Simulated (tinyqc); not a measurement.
Worked calculation: CCSD on RHF in the 6-31g basis, for H3+, spin multiplicity 1. Computed by tinyqc, a small Python program that keeps every step (integrals from PySCF). Settings: charge = 1, multiplicity = 1, basis = 6-31g, method = RHF, energy threshold = 1e-10, iteration cap = 51, orthogonalisation = symmetric, start = Wolfsberg-Helmholz matrix, DIIS depth = 6, amplitude equations = CCSD, DIIS depth for amplitudes = 4, cap on updates = 80. Command: `OMP_NUM_THREADS=1 python tinyqc.py 25814 25815 out.jsonl` (the two numbers bound the seeds that draw the settings). One thread of a shared host (Intel(R) Xeon(R) Processor @ 2.60GHz), about 0.3 s of CPU time with the checks. The early iterations of the SCF are left out here.

## One-electron integrals

Geometry (angstrom):

| atom | x | y | z |
|---|---|---|---|
| H | 0.000000 | 0.000000 | 0.000000 |
| H | 0.000000 | 0.000000 | 0.811000 |
| H | 0.000000 | 0.000000 | -0.811000 |

Basis 6-31g: exponents (1/bohr^2) and contraction coefficients of normalised primitives:

| element | l (shell) | exponent | coefficient |
|---|---|---|---|
| H | s (1) | 18.731137 | 0.033495 |
| H | s (1) | 2.825394 | 0.234727 |
| H | s (1) | 0.640122 | 0.813757 |
| H | s (2) | 0.161278 | 1.000000 |

Overlap, kinetic and nuclear-attraction integrals over the contracted functions; the nuclear repulsion is the sum of Za Zb / Rab.

nuclear repulsion = 1.63124911 hartree

overlap S, lower triangle:
```
          1H 1s     1H 2s     2H 1s     2H 2s     3H 1s     3H 2s
1H 1s  1.000000
1H 2s  0.658292  1.000000
2H 1s  0.393673  0.483425  1.000000
2H 2s  0.483425  0.827454  0.658292  1.000000
3H 1s  0.393673  0.483425  0.034713  0.191793  1.000000
3H 2s  0.483425  0.827454  0.191793  0.468787  0.658292  1.000000
```

kinetic energy T (hartree), lower triangle:
```
          1H 1s     1H 2s      2H 1s     2H 2s     3H 1s     3H 2s
1H 1s  1.395678
1H 2s  0.259735  0.241917
2H 1s  0.160839  0.151221   1.395678
2H 2s  0.151221  0.174899   0.259735  0.241917
3H 1s  0.160839  0.151221  -0.038659  0.013347  1.395678
3H 2s  0.151221  0.174899   0.013347  0.056129  0.259735  0.241917
```

nuclear attraction V (hartree), lower triangle:
```
           1H 1s      1H 2s      2H 1s      2H 2s      3H 1s      3H 2s
1H 1s  -2.945946
1H 2s  -1.561448  -1.660910
2H 1s  -1.037505  -1.050131  -2.625838
2H 2s  -1.138199  -1.333839  -1.366628  -1.472622
3H 1s  -1.037505  -1.050131  -0.089835  -0.428026  -2.625838
3H 2s  -1.138199  -1.333839  -0.428026  -0.778613  -1.366628  -1.472622
```

core Hamiltonian H = T + V (hartree), lower triangle:
```
           1H 1s      1H 2s      2H 1s      2H 2s      3H 1s      3H 2s
1H 1s  -1.550268
1H 2s  -1.301713  -1.418994
2H 1s  -0.876666  -0.898910  -1.230160
2H 2s  -0.986978  -1.158940  -1.106892  -1.230705
3H 1s  -0.876666  -0.898910  -0.128494  -0.414679  -1.230160
3H 2s  -0.986978  -1.158940  -0.414679  -0.722484  -1.106892  -1.230705
```

## Two-electron integrals

Functions are numbered as in S; the eight-fold symmetry (ij|kl) = (ji|kl) = (kl|ij) leaves the list below.

Two-electron integrals (ij|kl) in chemists' order, unique and non-zero (hartree):
```
(11|11) 1.076566   (21|11) 0.578470   (21|21) 0.329423   (22|11) 0.587396
(22|21) 0.361304   (22|22) 0.453150   (31|11) 0.343727   (31|21) 0.196802
(31|22) 0.216628   (31|31) 0.148120   (32|11) 0.315815   (32|21) 0.192801
(32|22) 0.235435   (32|31) 0.152581   (32|32) 0.176635   (33|11) 0.618805
(33|21) 0.385924   (33|22) 0.483118   (33|31) 0.343727   (33|32) 0.417327
(33|33) 1.076566   (41|11) 0.417327   (41|21) 0.238634   (41|22) 0.263432
(41|31) 0.152581   (41|32) 0.152856   (41|33) 0.315815   (41|41) 0.176635
(42|11) 0.461365   (42|21) 0.285618   (42|22) 0.363454   (42|31) 0.188399
(42|32) 0.215185   (42|33) 0.461365   (42|41) 0.215185   (42|42) 0.310263
(43|11) 0.385924   (43|21) 0.240110   (43|22) 0.304026   (43|31) 0.196802
(43|32) 0.238634   (43|33) 0.578470   (43|41) 0.192801   (43|42) 0.285618
(43|43) 0.329423   (44|11) 0.483118   (44|21) 0.304026   (44|22) 0.401889
(44|31) 0.216628   (44|32) 0.263432   (44|33) 0.587396   (44|41) 0.235435
(44|42) 0.363454   (44|43) 0.361304   (44|44) 0.453150   (51|11) 0.343727
(51|21) 0.196802   (51|22) 0.216628   (51|31) 0.096462   (51|32) 0.091474
(51|33) 0.171818   (51|41) 0.133558   (51|42) 0.156182   (51|43) 0.111512
(51|44) 0.155341   (51|51) 0.148120   (52|11) 0.315815   (52|21) 0.192801
(52|22) 0.235435   (52|31) 0.091474   (52|32) 0.091525   (52|33) 0.173208
(52|41) 0.129438   (52|42) 0.165248   (52|43) 0.113223   (52|44) 0.163902
(52|51) 0.152581   (52|52) 0.176635   (53|11) 0.033593   (53|21) 0.018763
(53|22) 0.019857   (53|31) 0.011253   (53|32) 0.010725   (53|33) 0.021424
(53|41) 0.013574   (53|42) 0.015651   (53|43) 0.013242   (53|44) 0.016527
(53|51) 0.011253   (53|52) 0.010725   (53|53) 0.001080   (54|11) 0.138019
(54|21) 0.082660   (54|22) 0.097588   (54|31) 0.040680   (54|32) 0.040210
(54|33) 0.076384   (54|41) 0.056212   (54|42) 0.070044   (54|43) 0.049611
(54|44) 0.070159   (54|51) 0.062167   (54|52) 0.068760   (54|53) 0.004633
(54|54) 0.027392   (55|11) 0.618805   (55|21) 0.385924   (55|22) 0.483118
(55|31) 0.171818   (55|32) 0.173208   (55|33) 0.326171   (55|41) 0.252720
(55|42) 0.327137   (55|43) 0.214445   (55|44) 0.318265   (55|51) 0.343727
(55|52) 0.417327   (55|53) 0.021424   (55|54) 0.157116   (55|55) 1.076566
(61|11) 0.417327   (61|21) 0.238634   (61|22) 0.263432   (61|31) 0.133558
(61|32) 0.129438   (61|33) 0.252720   (61|41) 0.169314   (61|42) 0.201850
(61|43) 0.159904   (61|44) 0.209909   (61|51) 0.152581   (61|52) 0.152856
(61|53) 0.013574   (61|54) 0.064415   (61|55) 0.315815   (61|61) 0.176635
(62|11) 0.461365   (62|21) 0.285618   (62|22) 0.363454   (62|31) 0.156182
(62|32) 0.165248   (62|33) 0.327137   (62|41) 0.201850   (62|42) 0.275165
(62|43) 0.209823   (62|44) 0.290947   (62|51) 0.188399   (62|52) 0.215185
(62|53) 0.015651   (62|54) 0.086436   (62|55) 0.461365   (62|61) 0.215185
(62|62) 0.310263   (63|11) 0.138019   (63|21) 0.082660   (63|22) 0.097588
(63|31) 0.062167   (63|32) 0.068760   (63|33) 0.157116   (63|41) 0.064415
(63|42) 0.086436   (63|43) 0.090914   (63|44) 0.102287   (63|51) 0.040680
(63|52) 0.040210   (63|53) 0.004633   (63|54) 0.017660   (63|55) 0.076384
(63|61) 0.056212   (63|62) 0.070044   (63|63) 0.027392   (64|11) 0.275363
(64|21) 0.169374   (64|22) 0.212431   (64|31) 0.101552   (64|32) 0.110369
(64|33) 0.226479   (64|41) 0.123493   (64|42) 0.170382   (64|43) 0.142523
(64|44) 0.188400   (64|51) 0.101552   (64|52) 0.110369   (64|53) 0.009309
(64|54) 0.045748   (64|55) 0.226479   (64|61) 0.123493   (64|62) 0.170382
(64|63) 0.045748   (64|64) 0.099585   (65|11) 0.385924   (65|21) 0.240110
(65|22) 0.304026   (65|31) 0.111512   (65|32) 0.113223   (65|33) 0.214445
(65|41) 0.159904   (65|42) 0.209823   (65|43) 0.140688   (65|44) 0.207131
(65|51) 0.196802   (65|52) 0.238634   (65|53) 0.013242   (65|54) 0.090914
(65|55) 0.578470   (65|61) 0.192801   (65|62) 0.285618   (65|63) 0.049611
(65|64) 0.142523   (65|65) 0.329423   (66|11) 0.483118   (66|21) 0.304026
(66|22) 0.401889   (66|31) 0.155341   (66|32) 0.163902   (66|33) 0.318265
(66|41) 0.209909   (66|42) 0.290947   (66|43) 0.207131   (66|44) 0.299590
(66|51) 0.216628   (66|52) 0.263432   (66|53) 0.016527   (66|54) 0.102287
(66|55) 0.587396   (66|61) 0.235435   (66|62) 0.363454   (66|63) 0.070159
(66|64) 0.188400   (66|65) 0.361304   (66|66) 0.453150
```

## Orthogonalisation

S = U s U^T; symmetric (Loewdin) form X = U s^(-1/2) U^T, so that X^T S X = 1.

eigenvalues of S: 0.029913  0.233734  0.428947  0.538450  1.262766  3.506190

X, lower triangle:
```
           1H 1s      1H 2s      2H 1s     2H 2s      3H 1s     3H 2s
1H 1s   1.322305
1H 2s  -0.632922   3.870423
2H 1s  -0.153081  -0.032376   1.286711
2H 2s   0.120619  -1.655174  -0.469355  2.198857
3H 1s  -0.153081  -0.032376   0.056121  0.064916   1.286711
3H 2s   0.120619  -1.655174   0.064916  0.471132  -0.469355  2.198857
```

## Iteration 6 (converged): orbitals

converged F (hartree), lower triangle:
```
           1H 1s      1H 2s      2H 1s      2H 2s      3H 1s      3H 2s
1H 1s  -0.628023
1H 2s  -0.897921  -0.827129
2H 1s  -0.666742  -0.637920  -0.348269
2H 2s  -0.718834  -0.683035  -0.662043  -0.624970
3H 1s  -0.666742  -0.637920  -0.229528  -0.387097  -0.348269
3H 2s  -0.718834  -0.683035  -0.387097  -0.497723  -0.662043  -0.624970
```

Diagonalise F' = X^T F X, C = X C', fill 1 alpha and 1 beta electrons from the bottom; D = 2 C_occ C_occ^T. Each column has its largest component positive (the first on a tie).

F' = X^T F X (hartree), lower triangle:
```
           1          2          3          4          5          6
1   0.133868
2  -0.639122   0.135149
3  -0.437549  -0.160968   0.227919
4  -0.087406  -0.205246  -0.503088  -0.000729
5  -0.437549  -0.160968   0.082521  -0.035565   0.227919
6  -0.087406  -0.205246  -0.035565  -0.094590  -0.503088  -0.000729
```

orbital energies (hartree): MO1 -1.102792, MO2 -0.348604, MO3 0.019690, MO4 0.498370, MO5 0.587862, MO6 1.068871

coefficients C:
```
            MO1        MO2        MO3        MO4        MO5        MO6
1H 1s  0.388161   0.000000   0.287592  -0.669815   0.000000  -1.242183
1H 2s  0.399245   0.000000   2.993384   2.308885   0.000000   2.532068
2H 1s  0.237355   0.323737   0.001615  -0.614842  -0.891680   0.757295
2H 2s  0.014037   0.627635  -2.001143  -0.528812   1.114143  -1.454627
3H 1s  0.237355  -0.323737   0.001615  -0.614842   0.891680   0.757295
3H 2s  0.014037  -0.627635  -2.001143  -0.528812  -1.114143  -1.454627
```

D after iteration 6, lower triangle:
```
          1H 1s     1H 2s     2H 1s     2H 2s     3H 1s     3H 2s
1H 1s  0.301338
1H 2s  0.309943  0.318792
2H 1s  0.184264  0.189525  0.112674
2H 2s  0.010898  0.011209  0.006664  0.000394
3H 1s  0.184264  0.189525  0.112674  0.006664  0.112674
3H 2s  0.010898  0.011209  0.006664  0.000394  0.006664  0.000394
```

## Convergence

Stop when the energy changes by less than 1e-10 hartree and every element of the error matrix X^T (F D S - S D F) X is below 3e-06.

Course of the cycle:

| iteration | E (hartree) | change | largest element of the error matrix |
|---|---|---|---|
| 1 | -1.16423487 | - | 1.33e-01 |
| 2 | -1.21839470 | -5.42e-02 | 2.52e-02 |
| 3 | -1.22019210 | -1.80e-03 | 5.62e-04 |
| 4 | -1.22019250 | -4.02e-07 | 8.25e-05 |
| 5 | -1.22019252 | -1.50e-08 | 3.32e-06 |
| 6 | -1.22019252 | -1.81e-11 | 8.56e-10 |

PySCF RHF in the same basis = -1.22019252 hartree

Converged in 6 iterations.

## Integrals over molecular orbitals

(pq|rs) = sum C_ip C_jq C_kr C_ls (ij|kl), one index at a time.

one-electron integrals over orbitals h = C^T H C (hartree), lower triangle:
```
           1          2          3          4          5          6
1  -1.748650
2   0.000000  -1.193922
3  -0.096259   0.000000  -0.685704
4   0.101527   0.000000   0.011201  -0.410385
5   0.000000   0.200710   0.000000   0.000000  -0.262834
6   0.079055   0.000000   0.230570  -0.013139   0.000000  -0.075784
```

Two-electron integrals over orbitals (pq|rs), unique and non-zero (hartree):
```
(11|11) 0.645858    (21|21) 0.121185    (22|11) 0.483252    (22|22) 0.462223
(31|11) 0.096259    (31|22) 0.013322    (31|31) 0.048744    (32|21) -0.068280
(32|32) 0.078154    (33|11) 0.377069    (33|22) 0.358801    (33|31) 0.011247
(33|33) 0.336871    (41|11) -0.101527   (41|22) -0.071477   (41|31) -0.019667
(41|33) -0.038435   (41|41) 0.059115    (42|21) -0.054751   (42|32) 0.024656
(42|42) 0.040866    (43|11) -0.015434   (43|22) 0.007595    (43|31) -0.013514
(43|33) 0.000415    (43|41) 0.007483    (43|43) 0.009290    (44|11) 0.483935
(44|22) 0.402858    (44|31) 0.047813    (44|33) 0.319543    (44|41) -0.046593
(44|43) -0.000976   (44|44) 0.421584    (51|21) -0.075702   (51|32) 0.023382
(51|42) 0.048175    (51|51) 0.065024    (52|11) -0.138206   (52|22) -0.110362
(52|31) -0.018154   (52|33) -0.034767   (52|41) 0.056234    (52|43) -0.003365
(52|44) -0.090776   (52|52) 0.090364    (53|21) -0.030100   (53|32) 0.045249
(53|42) 0.001752    (53|51) 0.001321    (53|53) 0.043051    (54|21) 0.091536
(54|32) -0.047063   (54|42) -0.047372   (54|51) -0.064321   (54|53) -0.017398
(54|54) 0.079524    (55|11) 0.457860    (55|22) 0.436212    (55|31) 0.014868
(55|33) 0.337813    (55|41) -0.076763   (55|43) 0.005322    (55|44) 0.388637
(55|52) -0.115039   (55|55) 0.434369    (61|11) -0.079055   (61|22) 0.027127
(61|31) -0.062100   (61|33) -0.016166   (61|41) 0.015355    (61|43) 0.025629
(61|44) -0.019461   (61|52) -0.020533   (61|55) 0.031553    (61|61) 0.116489
(62|21) 0.081981    (62|32) -0.038685   (62|42) -0.048804   (62|51) -0.062026
(62|53) -0.000215   (62|54) 0.070116    (62|62) 0.075576    (63|11) -0.146335
(63|22) -0.072511   (63|31) -0.043912   (63|33) -0.036974   (63|41) 0.041841
(63|43) 0.010641    (63|44) -0.084961   (63|52) 0.049678    (63|55) -0.063503
(63|61) 0.047865    (63|63) 0.066603    (64|11) 0.014247    (64|22) -0.046285
(64|31) 0.034499    (64|33) -0.005023   (64|41) 0.009707    (64|43) -0.016873
(64|44) -0.003854   (64|52) 0.036291    (64|55) -0.053549   (64|61) -0.075758
(64|63) -0.018047   (64|64) 0.061032    (65|21) -0.104466   (65|32) 0.069201
(65|42) 0.059405    (65|51) 0.071729    (65|53) 0.028036    (65|54) -0.089478
(65|62) -0.082844   (65|65) 0.115860    (66|11) 0.630572    (66|22) 0.482612
(66|31) 0.089958    (66|33) 0.384394    (66|41) -0.127733   (66|43) -0.019256
(66|44) 0.470508    (66|52) -0.145843   (66|55) 0.468618    (66|61) -0.085788
(66|63) -0.152984   (66|64) 0.012068    (66|66) 0.666741
```

## CCSD: starting amplitudes

t_ij^ab = <ij||ab> / (e_i + e_j - e_a - e_b), whose energy is MP2.

Starting amplitudes (spin orbitals 1a, 1b, ...; amplitudes related by a flip of all spins are not repeated):

| from | to | t |
|---|---|---|
| 1a 1b | 2a 2b | -0.080341 |
| 1a 1b | 2a 5b | 0.030964 |
| 1a 1b | 6a 6b | -0.026820 |
| 1a 1b | 3a 3b | -0.021712 |
| 1a 1b | 5a 5b | -0.019230 |
| 1a 1b | 3a 6b | 0.018852 |
| 1a 1b | 4a 4b | -0.018460 |
| 1a 1b | 3a 4b | 0.007221 |
| 1a 1b | 4a 6b | -0.004070 |

correlation energy = -0.02369896 hartree

## CCSD: amplitude update 1

t_i^a D_i^a and t_ij^ab D_ij^ab are set to the remaining terms of the spin-orbital equations, evaluated with the old amplitudes; for the doubles these are <ij||ab> + 1/2 <ab||ef> t_ij^ef + 1/2 <mn||ij> t_mn^ab + P(ij)P(ab) <mb||ej> t_im^ae + terms in t^2 + terms with t1, D the orbital-energy denominators.

Amplitudes after update 1 (spin orbitals 1a, 1b, ...; amplitudes related by a flip of all spins are not repeated):

| from | to | t |
|---|---|---|
| 1a 1b | 2a 2b | -0.109229 |
| 1a 1b | 2a 5b | 0.039891 |
| 1a 1b | 6a 6b | -0.029636 |
| 1a 1b | 3a 3b | -0.026121 |
| 1a 1b | 3a 6b | 0.023395 |
| 1a 1b | 5a 5b | -0.020874 |
| 1a 1b | 4a 4b | -0.019545 |
| 1a 1b | 3a 4b | 0.010202 |
| 1a 1b | 4a 6b | -0.007693 |
| 1a | 4a | -0.007387 |
| 1a | 3a | -0.005450 |
| 1a | 6a | 0.004797 |

correlation energy = -0.03005012 hartree

## CCSD: amplitude update 2

As before.

Amplitudes after update 2 (spin orbitals 1a, 1b, ...; amplitudes related by a flip of all spins are not repeated):

| from | to | t |
|---|---|---|
| 1a 1b | 2a 2b | -0.121703 |
| 1a 1b | 2a 5b | 0.043560 |
| 1a 1b | 6a 6b | -0.029532 |
| 1a 1b | 3a 3b | -0.027209 |
| 1a 1b | 3a 6b | 0.024280 |
| 1a 1b | 5a 5b | -0.021348 |
| 1a 1b | 4a 4b | -0.018842 |
| 1a 1b | 3a 4b | 0.011241 |
| 1a | 4a | -0.010967 |
| 1a 1b | 4a 6b | -0.008875 |
| 1a | 3a | -0.008811 |
| 1a | 6a | 0.007092 |

correlation energy = -0.03232415 hartree

## CCSD: amplitude update 3

t_i^a D_i^a and t_ij^ab D_ij^ab are set to the remaining terms of the spin-orbital equations, evaluated with the old amplitudes; for the doubles these are <ij||ab> + 1/2 <ab||ef> t_ij^ef + 1/2 <mn||ij> t_mn^ab + P(ij)P(ab) <mb||ej> t_im^ae + terms in t^2 + terms with t1, D the orbital-energy denominators. DIIS then mixes the stored amplitudes.

DIIS coefficients: -0.795193  1.795193

Amplitudes after update 3 (spin orbitals 1a, 1b, ...; amplitudes related by a flip of all spins are not repeated):

| from | to | t |
|---|---|---|
| 1a 1b | 2a 2b | -0.131856 |
| 1a 1b | 2a 5b | 0.046485 |
| 1a 1b | 6a 6b | -0.028940 |
| 1a 1b | 3a 3b | -0.027688 |
| 1a 1b | 3a 6b | 0.024448 |
| 1a 1b | 5a 5b | -0.021759 |
| 1a 1b | 4a 4b | -0.017903 |
| 1a | 4a | -0.013757 |
| 1a 1b | 3a 4b | 0.011892 |
| 1a | 3a | -0.011801 |
| 1a 1b | 4a 6b | -0.009536 |
| 1a | 6a | 0.009020 |

correlation energy = -0.03397756 hartree

## CCSD: convergence

E_corr = 1/4 sum <ij||ab> t_ij^ab + 1/2 sum <ij||ab> t_i^a t_j^b; stop when the norm of the change is below 1e-8.

Course of the amplitude iterations:

| update | correlation energy (hartree) | norm of the change |
|---|---|---|
| 0 | -0.02369896 | - |
| 1 | -0.03005012 | 6.82e-02 |
| 2 | -0.03232415 | 2.87e-02 |
| 3 | -0.03397756 | 1.29e-02 |
| 4 | -0.03396313 | 7.26e-04 |
| 5 | -0.03396346 | 5.68e-05 |
| 6 | -0.03396302 | 6.52e-06 |
| 7 | -0.03396297 | 9.22e-07 |
| 8 | -0.03396299 | 2.25e-07 |
| 9 | -0.03396299 | 2.59e-08 |
| 10 | -0.03396300 | 6.62e-09 |

Converged amplitudes (spin orbitals 1a, 1b, ...; amplitudes related by a flip of all spins are not repeated):

| from | to | t |
|---|---|---|
| 1a 1b | 2a 2b | -0.132210 |
| 1a 1b | 2a 5b | 0.046552 |
| 1a 1b | 6a 6b | -0.028760 |
| 1a 1b | 3a 3b | -0.027492 |
| 1a 1b | 3a 6b | 0.024234 |
| 1a 1b | 5a 5b | -0.021777 |
| 1a 1b | 4a 4b | -0.017810 |
| 1a | 4a | -0.013746 |
| 1a | 3a | -0.011910 |
| 1a 1b | 3a 4b | 0.011819 |
| 1a 1b | 4a 6b | -0.009445 |
| 1a | 6a | 0.009140 |

CCSD total energy = -1.25415551 hartree

T1 diagnostic, norm of the one-spin t1 over sqrt(correlated electrons) = 0.014393

Converged in 10 updates, with DIIS from the third.
